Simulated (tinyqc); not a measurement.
# Permittivity and interlayer from two capacitances

Problem. A two-layer stack has Cox = eps0/(t1/e1 + t2/e2) and EOT = 3.9 eps0/Cox. Find e2, the EOT of layer 1 and, with e1 given, t1.

Parameters, values chosen for the exercise:
- e1 = 9.24 (relative permittivity of layer 1)

Constants: eps0 = 8.8541878128e-14 F/cm where lengths are in cm. Results are converted to the units shown.

Cox at t2 = 1.9 and 8.7 nm (uF/cm^2): 6.7248575  2.1637028

Answer. EOT is linear in t2 with slope 3.9/e2, and its intercept is the EOT of layer 1.

e2 = 24.50
EOT of layer 1 = 0.2110 nm
t1 = 0.5000 nm

Numbers from tinyqc (`OMP_NUM_THREADS=1 python tinyqc.py 2010096 2010097 out.jsonl`; about 0.01 s on one thread of a shared Intel Xeon 2.30GHz).
